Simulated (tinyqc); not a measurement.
## Sub-threshold conduction and electro-thermal threshold of an amorphous chalcogenide: resistance drift

Trap-limited conduction: I = I0 exp(-Ea/kB T) sinh(q V dz/(2 ua kB T)), I0 = 2 q A Nt dz/ta. One lumped temperature T = T0 + Rt I V. The threshold is the largest V for which a steady state exists on the low-current branch.

The low-field resistance drifts as R = R0 (t/1 s)^nu, R0 = 2 ua kB T0 exp(Ea/kB T0)/(q dz I0). Read as a growth of Ea, this is dEa = nu kB T0 ln(t/1 s).

Values chosen for this exercise; values of the order of Ge-Sb-Te and related chalcogenides:
- T0 = 300 K (ambient temperature)
- A = 3000 nm^2 (cross-section)
- ua = 33 nm (amorphous thickness)
- dz = 4.2 nm (distance between traps)
- Ea = 0.24 eV (activation energy)
- Nt = 2.3e19 cm^-3 (trap density)
- ta = 1e-15 s (attempt time)
- nu = 0.09 (drift exponent)

Constants: q = 1.602176634e-19 C, kB = 1.380649e-23 J/K. Results are converted to the units shown.

Result of one run:
```
R (Mohm),R/R0,dEa (meV)
0.07125,1.514,10.71
```

Which time after the reset t gave this result: 0.001, 0.1, 1 or 100 s?

t = 100 s.

The whole series:
```
t (s),R (Mohm),R/R0,dEa (meV)
0.001,0.02528,0.5370,-16.07
0.1,0.03826,0.8128,-5.357
1,0.04707,1.000,0
100,0.07125,1.514,10.71
10000,0.1078,2.291,21.43
1e6,0.1632,3.467,32.14
3e8,0.2727,5.793,45.42
```

R grows by a factor of 1.23 a decade and 5.79 from 1 s to 3e8 s. A level that lies a factor of 3 below a fixed read threshold at 1 s reaches it after 2.00e5 s.

Range of the model: Purely electronic switching mechanisms, filaments and series resistance are left out.

Numbers from tinyqc (`OMP_NUM_THREADS=1 python tinyqc.py 2490111 2490112 out.jsonl`; about 0.01 s on one thread of a shared Intel Xeon 2.30GHz).
